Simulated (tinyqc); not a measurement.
Worked calculation: Born-Oppenheimer dynamics on the RHF/sto-3g surface (energies and gradients from PySCF), for BeH+, spin multiplicity 1. One step of it, computed by the program tinyqc.

Problem. Velocity Verlet step 1. dt = 2 fs = 82.6827 atomic units; x' = x + v dt - g dt^2 / (2m); after the new gradient g', v' = v - (g + g') dt / (2m).

positions (bohr), order 1Be, 2H:
```
[[0.000000, 0.000000, 0.000000],
 [0.000000, 0.000000, 2.158067]]
```

velocities (bohr per atomic time unit), order 1Be, 2H:
```
[[0.000009656, -0.000054113, -0.000018406],
 [-0.000086344, 0.000483887, 0.000164594]]
```

gradient (hartree/bohr), order 1Be, 2H:
```
[[0.00000000, 0.00000000, 0.10467661],
 [0.00000000, 0.00000000, -0.10467661]]
```

masses (electron masses): [16428.202802, 1837.152588]

gradient after step 1 (hartree/bohr), order 1Be, 2H:
```
[[-0.00008735, 0.00048951, 0.02629736],
 [0.00008735, -0.00048951, -0.02629736]]
```

Give: positions after step 1; velocities after step 1.

Solution.

positions after step 1 (bohr), order 1Be, 2H:
```
[[0.0008, -0.0045, -0.0233],
 [-0.0071, 0.0400, 2.3664]]
```

velocities after step 1 (bohr per atomic time unit), order 1Be, 2H:
```
[[0.0000099, -0.0000553, -0.0003480],
 [-0.0000883, 0.0004949, 0.0031119]]
```
